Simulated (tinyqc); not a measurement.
Mass and degeneracy from charge and saturation current.

Inverse problem. At high drain voltage only states moving towards the drain are filled: I = gv (2 q^2/h) Vt ln(1 + exp eta) and n = (N0/2) F_(-1/2)(eta), N0 = gv sqrt(2 m kB T/pi)/hbar, F_(-1/2)(x) = (1/sqrt(pi)) int_0^infinity u^(-1/2)/(1 + exp(u - x)) du. Find eta and m.

Inputs (values chosen for the exercise): temperature T = 300 K; valley degeneracy gv = 4.

Constants: q = 1.602176634e-19 C, kB = 1.380649e-23 J/K, hbar = 1.054571817e-34 J s, h = 6.62607015e-34 J s, m0 = 9.1093837015e-31 kg, Vt = kB T/q. Results are converted to the units shown.

n = 4.3999248e6 cm^-1
I = 15.716348 uA

Solution. In one dimension the current holds no mass, so it gives eta directly; n then gives m.

eta = 1.810
m = 0.1170 m0

Program tinyqc, `OMP_NUM_THREADS=1 python tinyqc.py 2400101 2400102 out.jsonl`; Intel Xeon 2.30GHz, shared host, one thread, about 0.06 s.
